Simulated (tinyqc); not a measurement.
# Junction parameters from two forward currents

Question. D(v) = J1 (exp(v/Vt) - 1) + J2 (exp(v/(2 Vt)) - 1). Find J1, J2 and the voltage 2 Vt ln(J2/J1) near which both parts are equal.

Values chosen for this exercise:
- T = 300 K (temperature)

Constants: q = 1.602176634e-19 C, kB = 1.380649e-23 J/K, Vt = kB T/q. Results are converted to the units shown.

junction voltages (V): [0.27, 0.64]
currents (uA/um): [7.9308486e-6, 0.019243952]

Solution. The current is linear in J1 and J2, so two points give two equations.

J1 = 1.60e-13 uA/um
J2 = 4.30e-8 uA/um
crossover = 0.646 V

Computed by the program tinyqc: `OMP_NUM_THREADS=1 python tinyqc.py 2182149 2182150 out.jsonl`, one thread of a shared Intel Xeon 2.30GHz, about 0.2 s for the whole run.
